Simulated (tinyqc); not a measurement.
Six-transistor SRAM cell, nodal equations and margins: effect of the gain factor of the pull-up transistor.

Two cross-coupled inverters (pull-down bn, pull-up bp) hold the nodes Q and QB; access transistors (ba, threshold VTn, gate on the word line at Vdd when selected) join them to the bit lines. Transistor (EKV form, voltages against the body): I = 2 n b Vt^2 [F(vp - Vs) - F(vp - Vd)] from drain to source, F(v) = ln^2(1 + exp(v/(2 Vt))), vp = (Vg - VT + sg |Vd - Vs|)/n. n-channel bodies are at 0; for the p-channel device all voltages are counted down from Vdd. b in uA/V^2 gives I in uA. For an access transistor the bit line is the drain and the node the source. In a read both bit lines are at Vdd. The cell is symmetric (no mismatch).

f(x) is the node voltage of one half-cell for input x: In = Ip in hold, In = Ip + Ia in a read. Static noise margin: side of the largest square between the curve (x, f(x)) and its mirror image (f(y), y); with h(c) the root x of f(x) - x = c, it is the maximum over c > 0 of h(c) - h(-c) + c. Q is the low node in a read and Iread the current of its access transistor. The write trip is the voltage to which the bit line of the high node must fall (the other staying at Vdd) for that state to vanish; higher is easier, and a negative value means that a grounded bit line does not write.

Parameters, values chosen for the exercise:
```
symbol,value,unit,meaning
T,293,K,temperature
Vdd,1,V,supply voltage
n,1.41,,slope factor
sg,0.027,,drain-induced barrier lowering
VTn,0.27,V,n-channel threshold
VTp,0.43,V,p-channel threshold (magnitude)
bn,610,uA/V^2,gain factor of the pull-down transistor
ba,510,uA/V^2,gain factor of the access transistor
```

Constants: q = 1.602176634e-19 C, kB = 1.380649e-23 J/K, Vt = kB T/q. Results are converted to the units shown.

Result of one run:
```
hold margin (mV)	read margin (mV)	Q in a read (mV)	Iread (uA)	write trip (mV)
351.3	153.2	142.8	55.08	356.7
```

Which gain factor of the pull-up transistor bp gave this result: 150, 210, 300, 430 or 610 uA/V^2?

bp = 210 uA/V^2.

The whole series:
```
bp (uA/V^2)	hold margin (mV)	read margin (mV)	Q in a read (mV)	Iread (uA)	write trip (mV)
100	323.5	126.2	142.9	55.06	412.9
150	338.8	140.9	142.8	55.07	384.3
210	351.3	153.2	142.8	55.08	356.7
300	363.9	166.5	142.7	55.09	322.8
430	375.8	180.0	142.7	55.09	282.4
610	386.3	193.0	142.7	55.10	236.0
```

As bp goes from 100 to 610 uA/V^2, the read margin rises from 126 to 193 mV, the write trip falls from 413 to 236 mV and Iread stays near 55.1 uA. The read margin is 0.39 of the hold margin in the first row and 0.50 in the last. Read stability and write ability pull in opposite directions.

tinyqc, about 0.1 s, one thread, Intel Xeon 2.30GHz (shared host): `OMP_NUM_THREADS=1 python tinyqc.py 2340072 2340073 out.jsonl`
